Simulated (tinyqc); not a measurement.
The square root of alpha at three temperatures: phonon-assisted absorption at an indirect gap.

alpha(E) = sum_j A_j [N_j (E - Eg + w_j)^2 + (N_j + 1)(E - Eg - w_j)^2], each bracket counted only where its base is positive; N_j = 1/(exp(w_j/kB T) - 1). The first term absorbs a phonon and the second emits one; excitons and direct transitions are left out.

Constants: kB = 8.617333262e-05 eV/K.

Parameters, chosen for this exercise (out of a larger set: loosely those of GaP at room temperature; Eg is not tied to T; not measured data): Eg = 2.291 eV (indirect gap, held fixed unless listed); w = (44.5, 12.8) meV (two zone-edge phonons); A = (5300, 890) 1/(cm eV^2) (their strengths).

The gap is held fixed, so only the phonon occupations change.

sqrt(alpha) (1/cm^(1/2)):

| E - Eg (eV) | 4 K | 150 K | 600 K |
|---|---|---|---|
| -0.04 | 0.000 | 0.060 | 0.280 |
| -0.02 | 0.000 | 0.324 | 1.527 |
| 0.00 | 0.000 | 0.658 | 2.865 |
| 0.02 | 0.215 | 1.170 | 4.447 |
| 0.04 | 0.811 | 1.940 | 6.290 |
| 0.07 | 2.522 | 3.754 | 9.586 |
| 0.10 | 4.805 | 6.163 | 13.437 |
| 0.15 | 8.703 | 10.400 | 20.236 |
| 0.20 | 12.623 | 14.707 | 27.201 |
| 0.30 | 20.479 | 23.377 | 41.294 |
| 0.45 | 32.274 | 36.420 | 62.562 |
| 0.60 | 44.072 | 49.477 | 83.882 |

Below the gap only phonon absorption acts: at E - Eg = -0.02 eV sqrt(alpha) is 0.000, 0.324 and 1.527 at 4, 150 and 600 K. A straight line through the last two rows meets the axis at E - Eg = +0.0397, +0.0316 and +0.0098 eV: the intercept is roughly a weighted mean of the thresholds, not the gap, and it moves from the emission side towards Eg as the occupations grow. At the last row alpha grows by a factor 3.62 from the lowest to the highest temperature at fixed gap.

Program tinyqc; command `OMP_NUM_THREADS=1 python tinyqc.py 1682610 1682611 out.jsonl`; about 0.01 s on one thread of a shared Intel(R) Xeon(R) Processor @ 2.30GHz.
